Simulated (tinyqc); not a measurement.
Microkinetic model of a Langmuir-Hinshelwood surface reaction A + (1/2) B2 = AB with Bronsted-Evans-Polanyi barriers. Changing the pressure p_A. Computed by tinyqc, a small Python program. Command: `OMP_NUM_THREADS=1 python tinyqc.py 3023811 3023812 out.jsonl microkin sweep`. One thread of a shared host (Intel(R) Xeon(R) Processor @ 2.30GHz), about 0.01 s of CPU time with the checks.

A adsorbs in equilibrium; B2 dissociates irreversibly on two free sites; adsorbed A and B react irreversibly and AB leaves at once. theta_A + theta_B + theta_* = 1.

Inputs (values chosen for the exercise, for a model catalyst):
```
quantity                              value   unit
adsorption energy of A, E_A           -1.49     eV
adsorption energy per B atom, E_B     -1.08     eV
entropy loss of A, S_A                  1.3  meV/K
entropy loss of B2, S_B                 1.8  meV/K
slope a1 of the dissociation barrier   0.44      -
intercept b1                            1.5     eV
slope a2 of the reaction barrier       0.27      -
intercept b2                           0.33     eV
pressure p_B                           0.62    bar
temperature T                           825      K
```

Constants: k_B = 8.617333262e-05 eV/K; hbar = 6.582119569e-16 eV s.

Method:
- K_A = exp(-(E_A + T S_A)/(k_B T)) per bar; barriers E1 = max(b1 + a1 2 E_B, 0), E2 = b2 - a2 (E_A + E_B); k1 = (k_B T/h) exp(-S_B/k_B) exp(-E1/(k_B T)) per bar, k2 = (k_B T/h) exp(-E2/(k_B T)), h = 2 pi hbar.
- theta_A = K_A p_A theta_*; 2 k1 p_B theta_*^2 = k2 theta_A theta_B, so theta_B = w theta_* with w = 2 k1 p_B/(k2 K_A p_A); theta_* = 1/(1 + K_A p_A + w); rate r = k2 theta_A theta_B.
- From r = 2 k1 p_B theta_*^2: order in p_B and degree of control of step 1 = 1 - 2 theta_B; control of step 2 = 2 theta_B; order in p_A = 2 (theta_B - theta_A). Apparent energy = (E1 + k_B T)(1 - 2 theta_B) + (E2 + k_B T) 2 theta_B + E_A x order in p_A.

One run for each value:
```
pressure p_A (bar)  rate r (1/s per site)  theta_A     theta_B  order in p_A
1.00e-05                       7.8779e+00  0.00354  2.3290e-04   -6.6108e-03
5.00e-05                       7.6624e+00  0.01745  4.5938e-05   -3.4804e-02
3.00e-04                       6.4825e+00  0.09629  7.0422e-06   -1.9257e-01
1.00e-03                       4.3222e+00  0.26208  1.7251e-06   -5.2416e-01
8.00e-03                       5.3793e-01  0.73967  7.6073e-08   -1.4793e+00
4.00e-02                       3.4326e-02  0.93424  3.8433e-09   -1.8685e+00
2.00e-01                       1.5298e-03  0.98612  1.6227e-10   -1.9722e+00
6.00e+00                       1.7463e-06  0.99953  1.8275e-13   -1.9991e+00
3.00e+01                       6.9904e-08  0.99991  7.3128e-15   -1.9998e+00
```

Give the missing row, pressure p_A (bar) = 1.00e+00.

Computed row:
```
pressure p_A (bar)  rate r (1/s per site)  theta_A     theta_B  order in p_A
1.00e+00                       6.2573e-05  0.99719  6.5637e-12   -1.9944e+00
```

Interpolating between the two neighbouring rows (the first column on a logarithmic scale, the others too where they are positive) misses most in rate r (1/s per site), by 0.95 %. Over the rows, rate r (1/s per site) falls from 7.88 to 6.99e-8 (exponent d ln y / d ln x -0.017 between the first rows and -2.0 between the last); theta_A rises from 0.00354 to 1.000 (exponent d ln y / d ln x 0.99 between the first rows and 2.3e-4 between the last); theta_B falls from 2.33e-4 to 7.31e-15 (exponent d ln y / d ln x -1.0 between the first rows and -2.0 between the last). At the high end the exponent of rate r is -2.00, close to -2: A blocks both sites needed for dissociation. At the low end the exponent of rate r is -0.02, close to 0: dissociation on a free surface limits. At the low end the exponent of theta_A is 0.99, close to 1: Henry regime. At the high end the exponent of theta_A is 0.00, close to 0: saturation.
